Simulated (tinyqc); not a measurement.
Heavy and light holes: cyclotron masses of warped hole bands.

Values chosen for the exercise (near those of Si; shifted at random, so the results belong to these values and not to a real crystal): g1 = 4.27 (Luttinger gamma1); g2 = 0.34 (gamma2); g3 = 1.45 (gamma3); ths = (0, 10, 25, 35, 55, 70, 90) degrees (angles).

E = c k^2 f(n) with f = g1 -/+ 2 sqrt(g2^2 + 3 (g3^2 - g2^2)(nx^2 ny^2 + ny^2 nz^2 + nz^2 nx^2)). For the orbit through k = 0 perpendicular to b = (sin(theta)/sqrt2, sin(theta)/sqrt2, cos(theta)), mc is the mean of 1/f over the directions n in that plane (180 evenly spaced angles). Quantum effects of the lowest levels are left out.

Cyclotron masses (m0):

| theta (degrees) | heavy | light |
|---|---|---|
| 0 | 0.4213 | 0.1682 |
| 10 | 0.4347 | 0.1653 |
| 25 | 0.4925 | 0.1562 |
| 35 | 0.5375 | 0.1511 |
| 55 | 0.5762 | 0.1470 |
| 70 | 0.5660 | 0.1493 |
| 90 | 0.5527 | 0.1546 |

What can be read from this table?

The heavy mass varies by 37 % over the table, with its largest listed value at 55 degrees ([111] lies at 54.7) and its smallest at 0; the light mass varies by 14.5 %. The warping term enters both with the same size, but it is set against a small inverse mass in one and a large one in the other (along [111], g1 - 2 g3 = 1.37 and g1 + 2 g3 = 7.17).

Program tinyqc; command `OMP_NUM_THREADS=1 python tinyqc.py 1280336 1280337 out.jsonl`; about 0.01 s on one thread of a shared Intel(R) Xeon(R) Processor @ 2.30GHz.
